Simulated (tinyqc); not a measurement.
Quantum-confined Stark effect in a modulator well: one step. Estimate for hard walls. Four cases, with inputs chosen for the exercise.

Problem. Second order: each level moves by -C m (e F)^2 L^4/(2c), C = (15/pi^2 - 1)/(24 pi^2), c = hbar^2/2m0, 1 kV/cm = 1e-5 eV/angstrom. It holds while e F L is no more than about twice 3 c pi^2/(m L^2).

Constants: hbar^2/2m0 = 3.80998211 eV angstrom^2.

Case 1.

Values chosen (near those of a GaAs well in AlGaAs; not measured data): L = 132 angstrom (well width); me = 0.0679 m0 (electron, well); mh = 0.351 m0 (heavy hole along z, well); F = 72 kV/cm (field).

Case 2.

Values chosen (near those of a GaAs well in AlGaAs; not measured data): L = 74 angstrom (well width); me = 0.069 m0 (electron, well); mh = 0.355 m0 (heavy hole along z, well); F = 71 kV/cm (field).

Case 3.

Values chosen (near those of a Ge well in SiGe, direct gap; not measured data): L = 86 angstrom (well width); me = 0.0412 m0 (electron, well); mh = 0.212 m0 (heavy hole along z, well); F = 51 kV/cm (field).

Case 4.

Values chosen (near those of an InGaAs well in InAlAs; not measured data): L = 100 angstrom (well width); me = 0.0431 m0 (electron, well); mh = 0.37 m0 (heavy hole along z, well); F = 113 kV/cm (field).

Give: Estimate.

Solution.

Case 1.

Estimate:

| carrier | shift (meV) | e F L over the level spacing |
|---|---|---|
| electron | -3.08 | 1.00 |
| heavy hole | -15.91 | 5.15 |

The hole, 5.2 times heavier, carries 84 % of the estimated shift; for it the ratio exceeds 3, so second order overstates its shift, by 13 % at a ratio of 3 and 60 % at 8.

Case 2.

Estimate:

| carrier | shift (meV) | e F L over the level spacing |
|---|---|---|
| electron | -0.30 | 0.18 |
| heavy hole | -1.55 | 0.91 |

The hole, 5.1 times heavier, carries 84 % of the estimated shift; for hard walls second order errs by about 2 % at a ratio of 1 and 13 % at 3.

Case 3.

Estimate:

| carrier | shift (meV) | e F L over the level spacing |
|---|---|---|
| electron | -0.17 | 0.12 |
| heavy hole | -0.87 | 0.61 |

The hole, 5.1 times heavier, carries 84 % of the estimated shift; for hard walls second order errs by about 2 % at a ratio of 1 and 13 % at 3.

Case 4.

Estimate:

| carrier | shift (meV) | e F L over the level spacing |
|---|---|---|
| electron | -1.58 | 0.43 |
| heavy hole | -13.61 | 3.71 |

The hole, 8.6 times heavier, carries 90 % of the estimated shift; for it the ratio exceeds 3, so second order overstates its shift, by 13 % at a ratio of 3 and 60 % at 8.

Computed by tinyqc, one run a case: `OMP_NUM_THREADS=1 python tinyqc.py N N+1 out.jsonl` with N = 1251755, 1251831, 1251852, 1251966; one thread of a shared Intel(R) Xeon(R) Processor @ 2.30GHz, about 0.2 s a run at most.
